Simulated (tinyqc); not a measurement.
Metal gate on a two-layer dielectric stack with fixed charge and a dipole: flat band against the thickness t1.

Gate, layer 2, layer 1, p-type semiconductor; x runs from the gate inwards. Charges are counted in units of +q. psi is the band bending at the surface, positive towards inversion. Classical charge, Boltzmann statistics, no interface traps.

EOT = 3.9 (t1/e1 + t2/e2), Cox = eps0/(t1/e1 + t2/e2); phi_ms = pM - (chi + Eg - Vt ln(Nv/Na)). Vfb = phi_ms + Vd - (q/eps0) [Q1 (t1/e1 + t2/e2) + Q2 t2/e2 + r1 (t1^2/(2 e1) + t1 t2/e2) + r2 t2^2/(2 e2)]: each charge counts with its electrical distance from the gate. ni = sqrt(Nc Nv) exp(-Eg/(2 Vt)), Eg in volts, pB = Vt ln(Na/ni), Vth = Vfb + 2 pB + sqrt(4 q eps0 eps_r Na pB)/Cox.

Inputs (values chosen for the exercise); band and dielectric values close to those of germanium, layer 1 close to silicon dioxide, layer 2 close to hafnium oxide: temperature T = 250 K; band gap Eg = 0.654 eV; relative permittivity eps_r = 16; conduction-band density of states at T Nc = 7.99e18 cm^-3; valence-band density of states at T Nv = 4.55e18 cm^-3; electron affinity chi = 4.05 eV; acceptor density Na = 4.8e17 cm^-3; work function of the gate metal pM = 4.81 eV; relative permittivity of layer 1 e1 = 3.81; thickness of layer 2, next to the gate t2 = 1.6 nm; relative permittivity of layer 2 e2 = 21.9; fixed charge at the semiconductor interface Q1 = 1.3e11 cm^-2; fixed charge between the layers Q2 = -1.8e12 cm^-2; uniform charge density in layer 1 r1 = -7.4e18 cm^-3; uniform charge density in layer 2 r2 = -5.9e18 cm^-3; flat-band shift by a dipole layer between the layers Vd = 0 V.

Constants: q = 1.602176634e-19 C, kB = 1.380649e-23 J/K, Vt = kB T/q, eps0 = 8.8541878128e-14 F/cm where lengths are in cm. Results are converted to the units shown.

Result of one run:
```
t1 (nm)  EOT (nm)  Vfb (V)  Vth (V)
1.3        1.6156  0.21716  0.92335
```

What becomes of these results when the thickness of layer 1, next to the semiconductor t1 is changed from 1.3 to 0.5 nm, all else the same?

Result of the changed run:
```
t1 (nm)  EOT (nm)  Vfb (V)  Vth (V)
0.5       0.79674  0.18897  0.81344
```

The whole series:
```
t1 (nm)  EOT (nm)  Vfb (V)  Vth (V)
0.5       0.79674  0.18897  0.81344
1.3        1.6156  0.21716  0.92335
2.1        2.4345  0.26784   1.0558
2.9        3.2534  0.34102   1.2107
3.6        3.9700  0.42350   1.3646
4.4        4.7889  0.53886   1.5617
5.2        5.6078  0.67670   1.7813
6          6.4267  0.83704   2.0233
```

Vfb rises from 0.189 to 0.837 V and Vth rises from 0.813 to 2.02 V. The slope dVfb/dEOT is 34.4 mV/nm between the first two rows and 196 between the last two: the charge inside the growing layer bends the line. A line through the end rows meets EOT = 0 at 0.0973 V, against phi_ms + Vd = 0.154 V; an effective work function read from it is off by -57.2 mV from pM. In every row Na exceeds a tenth of Nv, where Boltzmann statistics begin to fail.

Program tinyqc, `OMP_NUM_THREADS=1 python tinyqc.py 2010104 2010105 out.jsonl`; Intel Xeon 2.30GHz, shared host, one thread, about 0.01 s.
